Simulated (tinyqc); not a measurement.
What each parameter does: six-band hole subbands of a thin body in a field.

Basis X, Y, Z times spin, hole energies counted downwards from the unstrained edge (the hydrostatic shift is left out), c = hbar^2/2m0. For a symmetric tensor T let C(T) have C_XX = L Txx + M (Tyy + Tzz), C_XY = N Txy (cyclic), L = c (g1 + 4 g2), M = c (g1 - 2 g2), N = 6 c g3. k = q + kz n, n the unit normal, q = k1 u + k2 v with u along the channel [1-10] and v = n x u. H = C(k k^T) + (Dso/3)(1 - L.sigma) - B + e F z with (L_k)_ij = -i epsilon_kij; B is the block C built from the traceless strain with 2b, -b and sqrt(3) d in place of L, M, N. Strain: exx = eyy = (s11 + s12) sx/2, ezz = s12 sx, exy = -s44 sx/4. Hard walls at z = 0 and t; basis sin(j pi z/t), j = 1 to Nz: kz^2 = (j pi/t)^2, kz = -i D with D_jl = 4 j l/(t (j^2 - l^2)), z_jj = t/2 and z_jl = -8 t j l/(pi (j^2 - l^2))^2 for j + l odd; 1 MV/cm = 0.01 eV/angstrom.

Nz = 14. E1 is the top subband at q = 0, gap the distance to the next pair, and the masses are c q^2/(E(q) - E1) at |q| = 0.02 1/angstrom (mean of the spin pair) along the channel [1-10] and across it in the plane; a dash marks a band that does not rise.

Constants: hbar^2/2m0 = 3.80998211 eV angstrom^2.

Inputs chosen for the exercise (near those of a p-type Ge channel; the results hold for these values, not for the real material): g1 = 13.41 (Luttinger gamma1); g2 = 4.25 (gamma2); g3 = 5.69 (gamma3); Dso = 0.288 eV (spin-orbit splitting); b = -2.53 eV (tetragonal potential); d = -5.26 eV (trigonal potential); S = (9.91, -2.68, 15.08) 1/TPa (compliances s11, s12, s44); face = 111 (surface); t = 80 angstrom (body thickness); F = 0.5 MV/cm (field across the body); sx = -0.5 GPa (stress along the channel [1-10], negative in compression).

Six bands.

One parameter was then changed.

Results before and after:
```
case     E1 (meV)  gap (meV)  m channel (m0)  m across (m0)
base        127.1      101.1           0.068          0.104
changed     114.9      101.0           0.057          0.131
```

Which of these changes was made? (a) Dso = 0.432 eV; (b) d = -4.21 eV; (c) g3 = 5.29; (d) g2 = 4.89; (e) sx = -1 GPa; (f) F = 0.8 MV/cm; (g) t = 70 angstrom.

Answer: (e) sx = -1 GPa. Of the candidates, run in turn, only this one gives the changed row.

All candidates:
```
case             E1 (meV)  gap (meV)  m channel (m0)  m across (m0)
base                127.1      101.1           0.068          0.104
t = 70 angstrom     127.2      101.5           0.067          0.102
F = 0.8 MV/cm       177.0      138.1           0.069          0.104
sx = -1 GPa         114.9      101.0           0.057          0.131
g3 = 5.29           142.9      112.9           0.064          0.097
g2 = 4.89           127.1      101.1           0.069          0.105
Dso = 0.432 eV      127.8      101.1           0.069          0.093
d = -4.21 eV        128.8      101.1           0.069          0.101
```

(tinyqc, `OMP_NUM_THREADS=1 python tinyqc.py 1280193 1280194 out.jsonl`, Intel(R) Xeon(R) Processor @ 2.30GHz, 1 thread, shared host, about 0.4 s.)
